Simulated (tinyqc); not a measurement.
On-chip interconnect, size-dependent resistivity and RC delay: course in time.

A rectangular line between two neighbours and two ground planes. Surface and grain-boundary scattering are added to the bulk resistivity as corrections; capacitances are parallel-plate values without fringing; inductance is ignored.

6 equal pi sections: series Rs = r Lw/6; node capacitances c Lw/6, halved at nodes 0 and 6, with Cl added to node 6; Rd feeds node 0. Elmore delay of node k: the sum, over the resistors on the path to k, of resistance times all capacitance downstream of it.

A 1 V step is applied behind Rd at t = 0. C dv/dt = -G v + b, with G the conductance matrix of the ladder (1/Rs between neighbours, 1/Rd added at node 0) and b = (1 V/Rd, 0, ...). Trapezoidal step: (C/dt + G/2) v(new) = (C/dt - G/2) v + b. The last column solves the same ladder exactly by its modes.

Parameters, values chosen for the exercise:
- Rd = 15000 ohm (driver resistance)
- dt = 530 ps (time step)

Rs = 57774.1 ohm

| node | C (fF) |
|---|---|
| 0 | 1.11164 |
| 1 | 2.22329 |
| 2 | 2.22329 |
| 3 | 2.22329 |
| 4 | 2.22329 |
| 5 | 2.22329 |
| 6 | 1.24164 |

Voltages (V):

| t (ps) | node 0 | node 3 | node 6 | node 6, exact |
|---|---|---|---|---|
| 530.00 | 1.6788 | 0.21970 | 0.05372 | 0.06205 |
| 1060.0 | 0.2998 | 0.48553 | 0.22320 | 0.24361 |
| 1590.0 | 1.5435 | 0.56061 | 0.41672 | 0.41001 |
| 2120.0 | 0.4497 | 0.67295 | 0.54443 | 0.54197 |
| 2650.0 | 1.4469 | 0.74595 | 0.64582 | 0.64465 |
| 3180.0 | 0.5590 | 0.79871 | 0.72788 | 0.72434 |
| 3710.0 | 1.3694 | 0.85017 | 0.78731 | 0.78616 |
| 4240.0 | 0.6431 | 0.87784 | 0.83649 | 0.83412 |
| 4770.0 | 1.3055 | 0.91078 | 0.87264 | 0.87132 |
| 5300.0 | 0.7096 | 0.92637 | 0.90164 | 0.90018 |
| 5830.0 | 1.2526 | 0.94659 | 0.92374 | 0.92257 |
| 6360.0 | 0.7629 | 0.95579 | 0.94086 | 0.93993 |

The far end of the ladder reaches 0.5 V at 1937 ps, 0.757 of its Elmore delay (ln 2 = 0.693 for a single pole); the slowest mode has a time constant of 2087 ps. The largest error of the trapezoidal steps at that node is 20 mV. Node 0 swings up and down from step to step: the trapezoidal rule does not damp modes much faster than dt, so these swings are numerical.

Range of the model: The metal width is under the mean free path, where the thick-limit surface term and the simple sum of corrections lose accuracy.

Program tinyqc, `OMP_NUM_THREADS=1 python tinyqc.py 2100102 2100103 out.jsonl`; Intel Xeon 2.30GHz, shared host, one thread, about 0.01 s.
